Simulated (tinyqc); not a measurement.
Diffusion length from constant photovoltage.

Problem. In a thick sample with a thin depletion layer the excess density at its edge goes as flux/(1/alpha + L), so the flux needed for a fixed surface photovoltage is proportional to 1/alpha + L. Find L.

photon flux for the same photovoltage at absorption coefficients 67 and 1500 1/cm (relative units): 174.25373  31.666667

Answer. The line of flux against 1/alpha meets zero at -L.

slope against 1/alpha = 1.00 1/um
L = 25.0 um

Program tinyqc, `OMP_NUM_THREADS=1 python tinyqc.py 2430037 2430038 out.jsonl`; Intel Xeon 2.30GHz, shared host, one thread, about 0.01 s.
